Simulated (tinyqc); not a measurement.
Lattice vibrations of a chain, step by step. One step of it, computed by the program tinyqc.

Task: Dynamical matrix at q = 0.25. q is in units of 2 pi/a. A spring k from atom i to atom j, n cells on, adds k to Phi_ii and Phi_jj, -k exp(2 pi i q n) to Phi_ij and the conjugate to Phi_ji (for one atom a cell: 2k (1 - cos 2 pi q n)); D_ij = Phi_ij / sqrt(m_i m_j).

A chain moving along its axis:
```
atom   mass (u)  spring to the next atom (eV/angstrom^2)
1     66.400000                                15.800000
2     35.800000                                24.600000
3     76.900000                                27.000000
4     91.900000                                21.900000
```

Give: D(q).

Result:

D(q) (eV/(angstrom^2 u)):
$$\begin{pmatrix}
0.568 & -0.324 & 0.000 & 0.000+0.280i \\
-0.324 & 1.128 & -0.469 & 0.000 \\
0.000 & -0.469 & 0.671 & -0.321 \\
0.000-0.280i & 0.000 & -0.321 & 0.532
\end{pmatrix}$$
